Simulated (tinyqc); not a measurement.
# Changing the atoms per primitive cell n

Model: estimate of lattice thermal conductivity from elastic moduli (Slack, Klemens and Cahill formulas). Computed by tinyqc, a small Python program. Command: `OMP_NUM_THREADS=1 python tinyqc.py 3014755 3014756 out.jsonl slack sweep`. One thread of a shared host (Intel(R) Xeon(R) Processor @ 2.30GHz), about 0.01 s of CPU time with the checks.

An isotropic solid.

Inputs (values chosen for the exercise, for a model crystal):
```
quantity,value,unit
bulk modulus B,69.6,GPa
shear modulus G,64,GPa
volume per atom V,13,angstrom^3
mean atomic mass M,129,u
temperature T,300,K
disorder parameter Gamma,0.025,-
grain size d,620,nm
```

Grueneisen parameter: from the Poisson ratio.

Constants: u = 1.6605390666e-27 kg; hbar = 1.054571817e-34 J s; k_B = 1.380649e-23 J/K; h = 6.62607015e-34 J s.

Method:
- rho = M/V; vL = sqrt((B + 4G/3)/rho), vT = sqrt(G/rho); v_m = [(vL^-3 + 2 vT^-3)/3]^(-1/3); Poisson ratio sigma = (3B - 2G)/(6B + 2G); Theta = hbar v_m (6 pi^2/V)^(1/3)/k_B.
- Empirical rule gamma = (3/2) (1 + sigma)/(2 - 3 sigma).
- Slack, an estimate for T near or above Theta_a: kappa = A M Theta_a^3 delta n^(1/3)/(gamma^2 T) in W/(m K), with M in u, delta = V^(1/3) in angstrom, Theta_a = Theta n^(-1/3) and A = 2.43e-6/(1 - 0.514/gamma + 0.228/gamma^2).
- High-temperature forms with the classical heat capacity. Klemens: kappa/kappa_0 = arctan(u)/u, u^2 = pi^2 Theta V Gamma kappa_0/(h v_m^2). Grains: 1/kappa_poly = 1/kappa + 1/(C v_m d/3), C = 3 k_B/(n V), the acoustic branches alone.
- Cahill minimum: kappa_min = (pi/6)^(1/3) k_B V^(-2/3) sum over L, T, T of v (T/Theta_i)^2 int_0^(Theta_i/T) x^3 e^x/(e^x - 1)^2 dx, Theta_i = Theta v_i/v_m (64 Gauss-Legendre points).
- Its high-temperature limit is (1/2) (pi/6)^(1/3) k_B V^(-2/3) (vL + 2 vT).

One run for each value:
```
atoms per primitive cell n,kappa of the perfect crystal (W/(m K)),kappa of the polycrystal (W/(m K)),acoustic Debye temperature Theta_a (K),kappa_min (W/(m K)),kappa_poly/kappa_min
1,57.162,18.609,274.03,0.67369,27.622
2,36.010,14.009,217.49,0.67369,20.795
4,22.685,10.383,172.63,0.67369,15.412
6,17.312,8.638,150.80,0.67369,12.822
10,12.315,6.778,127.19,0.67369,10.061
20,7.758,4.772,100.95,0.67369,7.084
40,4.887,3.269,80.13,0.67369,4.852
80,3.079,2.174,63.60,0.67369,3.228
```

Over the rows, kappa of the perfect crystal (W/(m K)) falls from 57.2 to 3.08 (exponent d ln y / d ln x about -0.67 throughout); kappa of the polycrystal (W/(m K)) falls from 18.6 to 2.17 (exponent d ln y / d ln x -0.41 between the first rows and -0.59 between the last); acoustic Debye temperature Theta_a (K) falls from 274 to 63.6 (exponent d ln y / d ln x about -0.33 throughout). The exponent of kappa of the perfect crystal stays at -0.67: only 3 of the 3n branches are acoustic, which gives n^(-2/3). More atoms in the cell fold acoustic branches into flat optical ones, which carry little heat; the minimum conductivity counts all modes and does not change.

Extremes, crossings and ranges named in words are read from the listed rows.
